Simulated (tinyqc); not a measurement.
## Crystallisation kinetics and data retention of a phase-change cell: retention against temperature

Johnson-Mehl-Avrami-Kolmogorov law X = 1 - exp(-y^n), y = integral of k dt, k = (1/100 s) exp[-(Ec q/kB)(1/T - 1/T1)].

At fixed T the state fails at t = (-ln(1 - Xf))^(1/n)/k; ten years are 3.15576e8 s.

Values chosen for this exercise; values of the order of Ge-Sb-Te and related chalcogenides: activation energy of crystallisation Ec = 3.14 eV; temperature at which the rate k is 1/(100 s) T1 = 454 K; Avrami exponent n = 4; crystalline share at which the state is lost Xf = 0.5.

Constants: q = 1.602176634e-19 C, kB = 1.380649e-23 J/K. Results are converted to the units shown.

Results:
```
T (K)	k (1/s)	time to fail (s)
357	3.3819e-12	2.6981e11
372	2.0728e-10	4.4020e9
386	7.2353e-9	1.2611e8
401	2.4718e-7	3.6914e6
430	1.1337e-4	8048.1
445	0.0019726	462.56
459	0.023972	38.063
474	0.29563	3.0865
```

Estimate the missing row, T = 416 K.

Computed row:
```
T (K)	k (1/s)	time to fail (s)
416	6.5461e-6	1.3939e5
```

With this row back in the table: The time to fail falls from 2.70e11 to 3.09 s, a decade every 8.39 K at the cold end; ten years need T below 382.3 K.

Range of the model: One Arrhenius rate is assumed; incubation, growth from the boundary and the non-Arrhenius kinetics of the supercooled liquid are left out.

Program tinyqc, `OMP_NUM_THREADS=1 python tinyqc.py 2490062 2490063 out.jsonl`; Intel Xeon 2.30GHz, shared host, one thread, about 0.03 s.
